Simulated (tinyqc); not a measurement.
# Worked calculation: Weibull analysis of times to dielectric breakdown, with area scaling

tinyqc, about 0.01 s, one thread, Intel Xeon 2.30GHz (shared host): `OMP_NUM_THREADS=1 python tinyqc.py 2070012 2070013 out.jsonl` Printed values are rounded.

Breakdown times follow F(t) = 1 - exp(-(t/t63)^beta). The 12 times below were drawn at random from beta = 0.9, t63 = 2200 s and are treated as data; all samples failed.

Values chosen for this exercise:
```
symbol,value,unit,meaning
A1,6100,um^2,area of a test capacitor
A2,1.6e5,um^2,gate area of the product
Fp,1e-5,,allowed share of failed products
```

## Median ranks and the Weibull scale

t, i 1 to 12 (s): [195, 270, 478, 709, 1270, 2530, 2800, 2930, 3720, 5850, 8980, 12500]

F_i = (i - 0.3)/(n + 0.4) for the sorted times, W_i = ln(-ln(1 - F_i)).

F, i 1 to 12: [0.0564516, 0.1370968, 0.2177419, 0.2983871, 0.3790323, 0.4596774, 0.5403226, 0.6209677, 0.7016129, 0.7822581, 0.8629032, 0.9435484]
W, i 1 to 12: [-2.845458, -1.914248, -1.404171, -1.037404, -0.741338, -0.485176, -0.252019, -0.030321, 0.190094, 0.421630, 0.686660, 1.055834]
ln t, i 1 to 12: [5.273000, 5.598422, 6.169611, 6.563856, 7.146772, 7.835975, 7.937375, 7.982758, 8.221479, 8.674197, 9.102755, 9.433484]

## Straight-line fit

Least squares of W on ln t: beta = sum (x - mean x)(W - mean W)/sum (x - mean x)^2 with x = ln t, and ln t63 = mean x - mean W/beta.

beta = 0.8229193
t63 = 3424.149 s

beta is 8.6 % below the value that made the data and t63 56 % above it.

## Iteration 1: likelihood estimate of beta

beta at the start = 0.82

Maximum likelihood: a(beta) = 1/beta with a = sum t^beta ln t/sum t^beta - mean ln t. Newton step: beta(new) = beta - [a - 1/beta]/[v + 1/beta^2], v the variance of ln t under the weights t^beta.

beta after iteration 1 = 0.9022950

## Iteration 2: likelihood estimate of beta

As before.

beta after iteration 2 = 0.9094544

## Course of the iteration

Stop when beta changes by less than 1e-9, or after 40 iterations.

Course of the iteration:
```
iteration       beta   change
1          0.9022950   0.0823
2          0.9094544  7.16e-3
3          0.9095006  4.63e-5
4          0.9095006  1.91e-9
5          0.9095006  < 1e-14
```

Converged in 5 iterations.

## Scale parameter and projection to the product

converged beta = 0.9095006

t63 = (mean of t^beta)^(1/beta). Defects are spread at random, so -ln(1 - F) is proportional to the area: t63(A2) = t63 (A1/A2)^(1/beta), and the time to the share Fp is t63(A2) (-ln(1 - Fp))^(1/beta).

t63 = 3361.620 s
t63 of the product = 92.59394 s
time to Fp = 2.944847e-4 s
decades lost against t63 = 7.057486

The straight-line values give 5.43e-5 s for the time to Fp and the values that made the data 1.62e-4 s: with 12 samples beta is uncertain by about 0.78/sqrt(n) = 23 %, and the projection hangs on 1/beta.
